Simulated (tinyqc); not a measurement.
# Octagonal on-chip spiral inductor, lumped pi model: two studies

Outer diameter do = di + 2 n wd + 2 (n - 1) sp, mean da = (do + di)/2, fill p = (do - di)/(do + di), length l = 3.314 n da. L = 2.25 mu0 n^2 da/(1 + 3.55 p), mu0 = 4 pi 1e-7 H/m. Rs = rho l/(wd delta (1 - exp(-th/delta))), delta = sqrt(rho/(pi f mu0)). Cs = n wd^2 eps0 eo/hu across the coil. At each end Cox = l wd eps0 eo/(2 ho) leads to the substrate branch Rsi = 2 rs he/(l wd) in parallel with Csi = l wd eps0 11.7/(2 he). With one end grounded Y = 1/(Rs + i w L) + i w Cs + 1/[1/(i w Cox) + 1/(1/Rsi + i w Csi)], w = 2 pi f; Q = -Im Y/Re Y. Eddy currents in neighbouring turns and in the substrate are left out.

Values chosen for this exercise; values of the order met in silicon radio-frequency processes:
```
symbol,value,unit,meaning
n,2.5,,number of turns
wd,20,um,line width
sp,3,um,space between turns
di,40,um,inner diameter
th,0.9,um,metal thickness
rho,3,uohm cm,metal resistivity
ho,5.4,um,oxide below the coil
hu,1.3,um,oxide between coil and underpass
eo,3,,relative permittivity of the oxide
rs,10,ohm cm,substrate resistivity
he,50,um,effective spreading depth in the substrate
f,6,GHz,frequency
```

Constants: eps0 = 8.8541878128e-12 F/m. Results are converted to the units shown.

Each table varies one quantity; the others keep the values above.

## Quality factor against frequency

Apparent inductance Im(1/Y)/w; share of the loss Re(substrate branch)/Re Y.

Quality factor against frequency:

| f (GHz) | Rs (ohm) | w L/Rs | Q | apparent inductance (nH) | loss in the substrate (%) |
|---|---|---|---|---|---|
| 0.63 | 1.481 | 1.464 | 1.463 | 0.5481 | 0.006783 |
| 1 | 1.529 | 2.251 | 2.247 | 0.5485 | 0.03310 |
| 1.7 | 1.602 | 3.653 | 3.632 | 0.5496 | 0.2175 |
| 2.8 | 1.694 | 5.693 | 5.574 | 0.5523 | 1.189 |
| 4.5 | 1.809 | 8.568 | 7.983 | 0.5582 | 4.902 |
| 7.4 | 1.969 | 12.94 | 10.40 | 0.5731 | 15.72 |
| 12 | 2.179 | 18.96 | 11.01 | 0.6125 | 34.74 |
| 20 | 2.481 | 27.75 | 8.203 | 0.7589 | 58.51 |
| 32 | 2.861 | 38.51 | 2.570 | 1.688 | 76.34 |

What does the comparison show?

Q goes from 1.46 through a maximum of 11.0 (at f = 12 GHz among the rows listed) to 2.57; the exact peak is 11.1 at 10.6 GHz and Q reaches zero at the self-resonance, 37.9 GHz. The share of the substrate rises from 0.00678 to 76.3 %, and the apparent inductance ends at 3.08 times L. At the peak the substrate takes 29.1 % of the loss.

## Effect of the line width

Same model as above.

Peak Q and its frequency from a search over f; self-resonance where Im Y = 0; Q at the given f (negative beyond resonance).

Result of one run:

| wd (um) | L (nH) | do (um) | peak Q | f of the peak (GHz) | self-resonance (GHz) | Q at f |
|---|---|---|---|---|---|---|
| 9 | 0.4871 | 94.00 | 12.40 | 26.09 | 81.59 | 5.992 |

What becomes of these results when the line width wd is changed from 9 to 4 um, all else the same?

Result of the changed run:

| wd (um) | L (nH) | do (um) | peak Q | f of the peak (GHz) | self-resonance (GHz) | Q at f |
|---|---|---|---|---|---|---|
| 4 | 0.4953 | 69.00 | 11.84 | 54.59 | 154.6 | 3.394 |

The whole series:

| wd (um) | L (nH) | do (um) | peak Q | f of the peak (GHz) | self-resonance (GHz) | Q at f |
|---|---|---|---|---|---|---|
| 2 | 0.5203 | 59.00 | 9.916 | 93.95 | 246.0 | 1.971 |
| 4 | 0.4953 | 69.00 | 11.84 | 54.59 | 154.6 | 3.394 |
| 6 | 0.4860 | 79.00 | 12.38 | 38.38 | 114.1 | 4.549 |
| 9 | 0.4871 | 94.00 | 12.40 | 26.09 | 81.59 | 5.992 |
| 13 | 0.5029 | 114.0 | 11.98 | 17.68 | 58.39 | 7.561 |
| 18 | 0.5337 | 139.0 | 11.35 | 12.07 | 42.27 | 9.042 |
| 25 | 0.5867 | 174.0 | 10.64 | 7.921 | 29.69 | 10.18 |

As wd goes from 2 to 25, L goes from 0.520 through a minimum of 0.486 (at wd = 6 among the rows listed) to 0.587 nH, the peak Q goes from 9.92 through a maximum of 12.4 (at wd = 9 among the rows listed) to 10.6, its frequency falls from 94.0 to 7.92 GHz and the self-resonance falls from 246 to 29.7 GHz.

Program tinyqc, `OMP_NUM_THREADS=1 python tinyqc.py 2302117 2302118 out.jsonl`; Intel Xeon 2.30GHz, shared host, one thread, about 0.01 s.
